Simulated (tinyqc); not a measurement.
Delay unit and parasitic delay from two ring oscillators.

Question. A ring of 21 inverters oscillates at 1/(2 x 21 d), with stage delay d = tau (h + p) for fan-out h. Find tau, p and the delay at fan-out 4.

frequencies of 21-stage ring oscillators with fan-out 1 and 6 (GHz): [4.9083705, 1.3045743]

Answer. d is a straight line in h with slope tau and intercept tau p.

tau = 2.68 ps
p = 0.810
delay at fan-out 4 = 12.9 ps

Numbers from tinyqc (`OMP_NUM_THREADS=1 python tinyqc.py 2082034 2082035 out.jsonl`; about 0.01 s on one thread of a shared Intel Xeon 2.30GHz).
